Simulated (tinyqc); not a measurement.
Stoner model of a band magnet at zero temperature: one step, computed by the program tinyqc. Command: `OMP_NUM_THREADS=1 python tinyqc.py 3005916 3005917 out.jsonl stoner walk`. One thread of a shared host (Intel(R) Xeon(R) Processor @ 2.30GHz), about 0.01 s of CPU time with the checks.

Five orbitals per spin share one band; u = (E - E_bottom)/W runs from 0 to 1, and the states per spin, atom and energy are g = 5 d(u)/W with d = (8/pi) sqrt(u (1 - u)). N(u) is the integral of d from 0. The moment m = n_up - n_down (electrons per atom) moves the fillings to n +/- m/10; the energy is E(m) = E_band(m) - I m^2/4.

Task: The paramagnetic state. Solve N(u_F) = n; g_F = 5 d(u_F)/W; the Stoner product is I g_F.

Inputs (values chosen for the exercise, for a model d band): band width W = 3.5 eV; filling n per spin orbital = 0.19; Stoner parameter I = 0.863 eV.

Density of states: semi-elliptic.

Give: u_F; g_F; Stoner product I g_F.

Result:

u_F = 0.24499

g_F = 1.5646 1/eV

Stoner product I g_F = 1.3502

I g_F > 1: the paramagnet is unstable.
